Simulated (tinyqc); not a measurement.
One level coupled to a phonon between two leads, self-consistent Born approximation: two steps of the calculation.

Wide-band leads with mu_L = +V/2 and mu_R = -V/2; phonons in equilibrium, Nq = 1/(exp(w0/kB T) - 1). Scattering links only energies that differ by w0, so a ladder E_k = E1 + k w0 closes on itself; terms that reach past its ends are dropped. Gn and Gp are the electron and hole parts of the spectral function A = Gn + Gp.

Values chosen for this exercise:
```
symbol,value,unit,meaning
T,77,K,temperature of leads and phonons
w0,80,meV,phonon energy
ed,51,meV,level
GL,63,meV,coupling to the left lead
GR,35,meV,coupling to the right lead
V,233,mV,bias
nr,6,,rungs of the ladder shown
E1,-176,meV,lowest rung
```

Constants: q = 1.602176634e-19 C, kB = 1.380649e-23 J/K, Vt = kB T/q. Results are converted to the units shown.

Task 1. The ladder and the first Green functions. |G|^2 = 1/[(E - ed)^2 + (GL + GR + Sin + Sout)^2/4], Gn = |G|^2 (GL fL + GR fR + Sin), Gp = |G|^2 (GL (1 - fL) + GR (1 - fR) + Sout), f = 1/(1 + exp((E - mu)/kB T)). On a single ladder the real part of the phonon self-energy, which needs all energies, is left out. At the start Sin = Sout = 0.

Wanted: E; fL; fR; Gn; Gp; Nq.

Result 1.

```
rung	E (meV)	fL	fR	Gn (1/meV)	Gp (1/meV)
0	-176	1.000	0.9999	0.001817	8.276e-8
1	-96	1.000	0.04354	0.002687	0.001394
2	-16	1.000	2.643e-7	0.009144	0.005080
3	64	0.9996	1.535e-12	0.02450	0.01363
4	144	0.01560	8.909e-18	8.897e-5	0.008780
5	224	9.203e-8	5.173e-23	1.793e-10	0.003031
```

Nq = 5.806e-6

Task 2. Green functions. 

```
rung	E (meV)	Sin (meV)	Sout (meV)
0	-176	0.97014937	2.9222570e-6
1	-96	3.3008943	4.0522639e-5
2	-16	8.8462333	0.50335713
3	64	0.032136303	1.8338457
4	144	5.1424733e-5	4.9196173
5	224	1.8646772e-7	3.1695304
```

Wanted: Gn after iteration 1; Gp after iteration 1.

Result 2.

```
rung	Gn after iteration 1 (1/meV)	Gp after iteration 1 (1/meV)
0	0.001833	8.274e-8
1	0.002806	0.001385
2	0.009748	0.004817
3	0.02367	0.01384
4	8.703e-5	0.009023
5	1.842e-10	0.003114
```

Range of the model: The self-consistent Born approximation keeps only non-crossing phonon lines and no Hartree shift; it is rough once the coupling nears the phonon energy.

Computed by the program tinyqc: `OMP_NUM_THREADS=1 python tinyqc.py 2720111 2720112 out.jsonl`, one thread of a shared Intel Xeon 2.30GHz, about 0.2 s for the whole run.
